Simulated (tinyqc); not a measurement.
# Valence-band offset from core levels (Kraut method), with the dipole against the affinity rule, step by step

Program tinyqc, `OMP_NUM_THREADS=1 python tinyqc.py 2410125 2410126 out.jsonl`; Intel Xeon 2.30GHz, shared host, one thread, about 0.01 s. Printed values are rounded.

Binding energies are counted downwards from the Fermi level. dEv > 0 means that the valence edge of B lies below that of A, dEc > 0 that the conduction edge of B lies above that of A; dEc + dEv = EgB - EgA. The spectra are made-up values treated as data.

Values chosen for this exercise; gaps and affinities close to those of In0.53Ga0.47As (A) and hafnium oxide (B):
- EgA = 0.73 eV (gap of the substrate A)
- EgB = 5.96 eV (gap of the overlayer B)
- chiA = 4.59 eV (electron affinity of A)
- chiB = 2.42 eV (electron affinity of B)
- cA = 58.56 eV (core level of bare A)
- cB = 102.6 eV (core level of thick B)
- vB = 2.72 eV (valence-band maximum of thick B)
- ei = 3.9 (relative permittivity inside the dipole layer)
- dd = 0.22 nm (thickness of the dipole layer)
- iA = 58.72 eV (core level of A under a thin film of B)
- iB = 102.63 eV (core level of B in that thin film)
- bg = 51 (background counts in the gap)

Constants: q = 1.602176634e-19 C, eps0 = 8.8541878128e-14 F/cm where lengths are in cm. Results are converted to the units shown.

## Valence-band maximum of bare A

| point | binding energy (eV) | counts on the leading edge |
|---|---|---|
| 0 | 0.5 | 309 |
| 1 | 0.62 | 432 |
| 2 | 0.74 | 550 |
| 3 | 0.86 | 650 |
| 4 | 0.98 | 801 |
| 5 | 1.1 | 897 |

Fit a straight line to the leading edge by least squares; the maximum vA lies where it meets the background.

slope = 987.3810 counts/eV
intercept = -183.4048 counts
vA = 0.2374005 eV

## Offsets

dEv = (iB - iA) - (cB - vB) + (cA - vA), dEc = EgB - EgA - dEv.

cA - vA = 58.32260 eV
cB - vB = 99.88 eV
iB - iA = 43.91 eV
dEv = 2.352599 eV
dEc = 2.877401 eV

The alignment is type I (straddling). Both offsets exceed 1 eV, the usual requirement for a gate dielectric. A rigid shift of all levels, by charging or doping, cancels in the differences.

## Interface dipole

The affinity rule gives dEc(0) = chiA - chiB; the dipole step is D = dEc - dEc(0), and two sheets of opposite charge dd apart hold N = eps0 ei |D|/(q dd).

dEc(0) = 2.17 eV
D = 0.7074005 eV
N = 6.930198e13 cm^-2
field in the dipole layer = 32.15457 MV/cm

N is 0.099 elementary charges for each of about 7e14 surface atoms per cm^2.
